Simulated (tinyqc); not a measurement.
# MOS structure on a p-type body, non-linear Poisson equation by Newton steps, step by step

tinyqc, about 0.5 s, one thread, Intel Xeon 2.30GHz (shared host): `OMP_NUM_THREADS=1 python tinyqc.py 2080042 2080043 out.jsonl` Printed values are rounded.

One dimension, insulator interface at x = 0, acceptor density Na, uniform, net doping C = -(acceptor density). psi is counted from the intrinsic level: n = ni exp((psi - Vb)/Vt), p = ni exp(-psi/Vt); deep in the body psi_b = -Vt ln(Na/ni). The gate acts through Cox = eps0 eox/tox and has the potential psi_G = Vg - (phiM - chi - Vt ln(Nc/ni)). Boltzmann statistics, full ionisation, classical densities, no oxide or interface charge. Acceptors in real wide-gap material are deep and only partly ionised in the neutral body.

Parameters, values chosen for the exercise; band and dielectric values close to those of 4H silicon carbide:

| symbol | value | unit | meaning |
|---|---|---|---|
| T | 350 | K | temperature |
| Eg | 3.29 | eV | band gap |
| eps_r | 9.61 |  | relative permittivity |
| Nc | 2.17e19 | cm^-3 | conduction-band density of states at T |
| Nv | 3.19e19 | cm^-3 | valence-band density of states at T |
| chi | 3.66 | eV | electron affinity |
| Na | 8.2e15 | cm^-3 | acceptor density deep in the body |
| eox | 7.71 |  | relative permittivity of the gate insulator (close to silicon nitride) |
| tox | 7.9 | nm | insulator thickness |
| phiM | 3.81 | eV | gate work function |
| Vb | 0 | V | electron quasi-Fermi potential against the body |
| Vg | -0.38 | V | gate voltage against the body |

Constants: q = 1.602176634e-19 C, kB = 1.380649e-23 J/K, Vt = kB T/q, eps0 = 8.8541878128e-14 F/cm where lengths are in cm. Results are converted to the units shown.

## Scales and end potentials

ni = sqrt(Nc Nv) exp(-Eg/(2 Vt)), Eg in volts; Cox, psi_G and psi_b as defined.

ni = 5.40963e-5 cm^-3
Cox = 0.864124 uF/cm^2
psi_G = 1.10919 V
psi_b = -1.40150 V

## Net doping on the mesh

x, node 0 to 11 (nm): 0  0.3  0.948  2.35  5.37  11.9  26  56.5  122  265  572  1240

C = -(Na), taken at the nodes.

net doping C, node 0 to 11 (cm^-3): -8.2e15  -8.2e15  -8.2e15  -8.2e15  -8.2e15  -8.2e15  -8.2e15  -8.2e15  -8.2e15  -8.2e15  -8.2e15  -8.2e15

## Couplings between neighbouring nodes

a_i = eps0 eps_r/h_i for the interval from node i to i + 1, with h_i = x_(i+1) - x_i in cm.

coupling a_i, interval 0 to 10 (F/cm^2): 2.83629e-5  1.31310e-5  6.06910e-6  2.81751e-6  1.30304e-6  6.03466e-7  2.78979e-7  1.29906e-7  5.95026e-8  2.77162e-8  1.27378e-8

## Starting potential

A straight line in x from psi_G at node 0 to psi_b at the last node.

psi at the start, node 0 to 11 (V): 1.10919  1.10858  1.10727  1.10443  1.09832  1.08510  1.05655  0.99479  0.86217  0.57263  -0.04897  -1.40150

## Iteration 1: densities, residual and Jacobian diagonal

n_i = ni exp((psi_i - Vb)/Vt), p_i = ni exp(-psi_i/Vt), rho_i = p_i - n_i + C_i, g_i = (n_i + p_i)/Vt. Box widths w_i = (h_(i-1) + h_i)/2 in cm. Residual F_i = a_i (psi_(i+1) - psi_i) - a_(i-1) (psi_i - psi_(i-1)) + q rho_i w_i; Jacobian: a_(i-1) and a_i beside the diagonal, b_i = -a_(i-1) - a_i - q g_i w_i on it. Node 0 is free: w_0 = h_0/2, F_0 = a_0 (psi_1 - psi_0) + Cox (psi_G - psi_0) + q rho_0 w_0, b_0 = -a_0 - Cox - q g_0 w_0, with Cox = eps0 eox/tox, psi_G = Vg - (phiM - chi - Vt ln(Nc/ni)). The last node is fixed.

```
node    n (cm^-3)    p (cm^-3)
0      5.06752e11  5.77484e-21
1      4.96648e11  5.89232e-21
2      4.75507e11  6.15430e-21
3      4.32794e11  6.76167e-21
4      3.53373e11  8.28138e-21
5      2.27956e11  1.28376e-20
6      8.84635e10  3.30804e-20
7      1.14165e10  2.56331e-19
8       1.40565e8  2.08189e-17
9         9521.49  3.07348e-13
10     1.06685e-5   2.74305e-4
11    3.56880e-25       8.2e15
```

```
node  residual F (C/cm^2)  diagonal b (F/cm^2)
0             -1.72480e-8          -2.92270e-5
1            -6.22772e-11          -4.14939e-5
2            -1.34671e-10          -1.92001e-5
3            -2.90493e-10          -8.88661e-6
4            -6.27359e-10          -4.12055e-6
5             -1.35521e-9          -1.90651e-6
6             -2.92977e-9          -8.82447e-7
7             -6.30618e-9          -4.08886e-7
8             -1.36962e-8          -1.89409e-7
9             -2.95602e-8          -8.72188e-8
10            -6.40470e-8          -4.04540e-8
```

## Iteration 1: Newton step

Solve the tridiagonal system a_(i-1) d_(i-1) + b_i d_i + a_i d_(i+1) = -F_i for nodes 0 to 10, with d = 0 on fixed nodes. If the largest |d| exceeds 4 Vt, the whole step is scaled down so that it equals 4 Vt.

Newton step d, before damping, node 0 to 10 (V): -0.11330  -0.11614  -0.12228  -0.13554  -0.16399  -0.22504  -0.35460  -0.62436  -1.15514  -2.08376  -3.01085
psi after iteration 1, node 0 to 11 (V): 1.10465  1.10393  1.10237  1.09900  1.09175  1.07608  1.04234  0.96977  0.81589  0.48914  -0.16961  -1.40150

## Iteration 2: densities, residual and Jacobian diagonal

As before.

```
node    n (cm^-3)    p (cm^-3)
0      4.35938e11  6.71290e-21
1      4.25635e11  6.87540e-21
2      4.04207e11  7.23988e-21
3      3.61476e11  8.09573e-21
4      2.84193e11  1.02973e-20
5      1.69048e11  1.73111e-20
6      5.52294e10  5.29865e-20
7       4.98077e9  5.87542e-19
8       3.02967e7  9.65919e-17
9         597.628  4.89671e-12
10     1.95400e-7    0.0149766
11    3.56880e-25       8.2e15
```

```
node  residual F (C/cm^2)  diagonal b (F/cm^2)
0             -1.65569e-8          -2.92270e-5
1            -5.97818e-11          -4.14939e-5
2            -1.29275e-10          -1.92001e-5
3            -2.78854e-10          -8.88661e-6
4            -6.02222e-10          -4.12055e-6
5             -1.30091e-9          -1.90651e-6
6             -2.81238e-9          -8.82446e-7
7             -6.05349e-9          -4.08886e-7
8             -1.31474e-8          -1.89409e-7
9             -2.83757e-8          -8.72188e-8
10            -6.14807e-8          -4.04540e-8
```

## Iteration 2: Newton step

As before.

Newton step d, before damping, node 0 to 10 (V): -0.10876  -0.11149  -0.11738  -0.13011  -0.15742  -0.21602  -0.34039  -0.59934  -1.10885  -2.00027  -2.89021
psi after iteration 2, node 0 to 11 (V): 1.10011  1.09927  1.09747  1.09357  1.08517  1.06706  1.02813  0.94476  0.76960  0.40564  -0.29025  -1.40150

## Course of the Newton iteration

Stop when the largest undamped |d| is below 1e-9 V, or after 80 iterations.

Course of the iteration:
```
iteration  largest |F| (C/cm^2)  largest |d| (V)  at node
1                       6.40e-8             3.01       10
2                       6.15e-8             2.89       10
3                       5.89e-8             2.77       10
4                       5.63e-8             2.65       10
5                       5.38e-8             2.53       10
6                       5.12e-8             2.41       10
7                       4.86e-8             2.29       10
8                       4.61e-8             2.17       10
9                       4.35e-8             2.05       10
10                      4.09e-8             1.90       10
11                      3.79e-8             1.11       10
12                      1.58e-8            0.362        9
13                      1.05e-8            0.240        9
14                      5.24e-9            0.119        9
15                     3.48e-10          2.24e-4       10
16                     1.27e-12          8.24e-7       10
17                     1.70e-17         1.10e-11       10
```

Converged in 17 iterations. Once the step is below 0.1 Vt, 2 more iteration(s) reach the threshold: near the solution the error is roughly squared each time.

## Converged densities and sheet charges

converged psi, node 0 to 11 (V): 1.02413  1.02154  1.01594  1.00387  0.97796  0.92242  0.80474  0.56069  0.08512  -0.72297  -1.39129  -1.40150

n and p as above; box widths w_i (half boxes at both ends); band bending psi_0 - psi_b; N_inv = sum w n; N_dep = -sum w (p + C); centroid sum w n x/N_inv; gate charge Cox (psi_G - psi_0)/q.

```
node    n (cm^-3)    p (cm^-3)
0      3.01954e10  9.69159e-20
1      2.77098e10  1.05609e-19
2      2.30207e10  1.27121e-19
3      1.54254e10  1.89714e-19
4       6.53382e9  4.47887e-19
5       1.03617e9  2.82426e-18
6       2.09375e7  1.39769e-16
7         6407.95  4.56684e-13
8      9.09539e-4   3.21747e-6
9     2.10314e-15    1.39145e6
10    5.00660e-25   5.84511e15
11    3.56880e-25       8.2e15
```

band bending = 2.42562 V
N_inv = 11772.0 cm^-2
N_dep = 4.57971e11 cm^-2
centroid of the electrons = 3.51123 nm
gate charge over q = 4.58783e11 cm^-2

N_inv + N_dep is 0.18 % below the gate charge. A mesh of about 600 nodes or more gives a band bending of 2.426 V and N_inv = 10790 cm^-2; this mesh is 9.1 % above the latter.
